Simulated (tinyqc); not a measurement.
# Undoped symmetric double-gate MOSFET, analytic potential model: several studies

An undoped body of thickness ts between two equal insulators and tied gates; long channel, electrons only, n = ni exp((psi - V)/Vt) with V the quasi-Fermi potential (0 at the source, Vd at the drain), constant mobility, no quantisation. Across the body psi(x) = V - 2 Vt ln[(ts/(2 beta)) sqrt(q ni/(2 eps0 eps_r Vt)) cos(2 beta x/ts)], x from the centre. Q is the electron charge per area of the whole body.

Values chosen for this exercise; material values those of a made-up semiconductor: temperature T = 400 K; band gap Eg = 1.01 eV; relative permittivity of the semiconductor eps_r = 12.8; conduction-band density of states at T Nc = 4.6e19 cm^-3; valence-band density of states at T Nv = 5.05e19 cm^-3; relative permittivity of the gate insulator eox = 8.68; insulator thickness tox = 6.2 nm; body thickness ts = 15 nm; gate work function less that of the intrinsic body dphi = -0.1 V; channel mobility mu = 370 cm^2/(V s); gate length L = 0.2 um; drain voltage Vd = 0.8 V.

Constants: q = 1.602176634e-19 C, kB = 1.380649e-23 J/K, Vt = kB T/q, eps0 = 8.8541878128e-14 F/cm where lengths are in cm. Results are converted to the units shown.

Each table varies one quantity; the others keep the values above.

## Transfer curve and volume inversion

ni = sqrt(Nc Nv) exp(-Eg/(2 Vt)), Eg in volts; r = eps_r tox/(eox ts); V0 = dphi + 2 Vt ln[(2/ts) sqrt(2 eps0 eps_r Vt/(q ni))]. beta (between 0 and pi/2) solves (Vg - V0 - V)/(2 Vt) = ln(beta) - ln(cos beta) + 2 r beta tan(beta). Q = 8 eps0 eps_r Vt beta tan(beta)/ts; I = mu (1/L)(4 eps0 eps_r/ts)(2 Vt)^2 [g(beta_s) - g(beta_d)] per width, g = beta tan(beta) - beta^2/2 + r beta^2 tan^2(beta), with beta_s at V = 0 and beta_d at V = Vd. The drop is psi(surface) - psi(centre) at the source end; C = dQs/dVg, Cg = 2 eps0 eox/tox; gm = dI/dVg.

Transfer curve and volume inversion:
```
Vg (V)	Qs (nC/cm^2)	drop (mV)	C/Cg	I (uA/um)	gm/I (1/V)
-0.03	0.038267	0.0063307	4.4754e-4	0.0024409	29.003
0.06	0.51721	0.085533	0.0060062	0.033109	28.900
0.15	6.4462	1.0610	0.068838	0.43077	27.684
0.23	40.003	6.4118	0.29502	3.3032	22.404
0.32	136.14	20.281	0.54327	17.196	14.646
0.41	273.50	36.991	0.67450	50.895	9.9415
0.49	414.60	51.260	0.74341	101.65	7.5458
0.58	586.58	65.759	0.79481	184.84	5.8710
0.67	768.12	78.558	0.83044	297.51	4.7765
```

What does the comparison show?

The current rises from 0.00244 to 298 uA/um. In the first row gm/I is 29.0 1/V, 0.028 % below 1/Vt: with no depletion charge the whole body follows the gate, and the swing is ideal. The drop between surface and centre goes from 0.0063 to 78.6 mV and passes Vt at Vg = 0.41 V among the rows; below that the density varies across the body by less than a factor of e (volume inversion). C reaches 0.83 of Cg in the last row. For Vg = 0.49 to 0.67 V mu V/L, with V the smaller of Vd and Vg - V0, passes 3e6 cm/s, so velocity saturation would lower the current.

## Effect of the gate work function less that of the intrinsic body

Q = 8 eps0 eps_r Vt beta tan(beta)/ts; I = mu (1/L)(4 eps0 eps_r/ts)(2 Vt)^2 [g(beta_s) - g(beta_d)] per width, g = beta tan(beta) - beta^2/2 + r beta^2 tan^2(beta), with beta_s at V = 0 and beta_d at V = Vd.  I(low) is taken at Vg = 0.02 V, Qs and I(high) at Vg = 0.77 V.

Effect of the gate work function less that of the intrinsic body:
```
dphi (V)	V0 (V)	I(low) (nA/um)	Qs(high) (nC/cm^2)	I(high) (uA/um)
-0.25	0.1165	743.6	1303	774.9
-0.2	0.1665	185.5	1193	659.6
-0.15	0.2165	44.20	1085	554.3
-0.1	0.2665	10.40	977.7	458.9
-0.05	0.3165	2.441	872.0	373.3
0	0.3665	0.5724	768.1	297.5
0.05	0.4165	0.1342	666.3	231.2
```

What does the comparison show?

As dphi goes from -0.25 to 0.05 V, I(low) falls from 744 to 0.134 nA/um and I(high) falls from 775 to 231 uA/um. V0 rises from 0.116 to 0.416 V. For dphi = -0.25 to -0.05 V the surface density at the source at the higher gate voltage passes 0.3 Nc, where Boltzmann statistics fail. In every row mu V/L at the higher gate voltage, with V the smaller of Vd and Vg - V0, passes 3e6 cm/s, so velocity saturation would lower the current.

## Effect of the body thickness

Same model as above.

Results:
```
ts (nm)	V0 (V)	I(low) (nA/um)	Qs(high) (nC/cm^2)	I(high) (uA/um)
5	0.3422	3.470	957.5	424.8
7	0.3190	4.858	966.4	437.2
14	0.2713	9.709	977.1	457.3
19	0.2502	13.17	979.5	463.8
27	0.2260	18.70	981.1	469.7
38	0.2024	26.28	982.0	474.0
```

Estimate the missing row, ts = 9.8 nm.

Computed row:
```
ts (nm)	V0 (V)	I(low) (nA/um)	Qs(high) (nC/cm^2)	I(high) (uA/um)
9.8	0.2958	6.799	972.7	447.9
```

With this row back in the table: As ts goes from 5 to 38 nm, I(low) rises from 3.47 to 26.3 nA/um and I(high) rises from 425 to 474 uA/um. On average I(low) goes as ts^(1.00) and I(high) goes as ts^(0.05). Below threshold the charge is proportional to the cross-section of the body; above it the insulator sets the charge. In every row the surface density at the source at the higher gate voltage passes 0.3 Nc, where Boltzmann statistics fail. In every row mu V/L at the higher gate voltage, with V the smaller of Vd and Vg - V0, passes 3e6 cm/s, so velocity saturation would lower the current. At ts = 5 nm the body is thin enough for quantum confinement, left out here, to raise the threshold.

Program tinyqc, `OMP_NUM_THREADS=1 python tinyqc.py 2440032 2440033 out.jsonl`; Intel Xeon 2.30GHz, shared host, one thread, about 0.01 s.
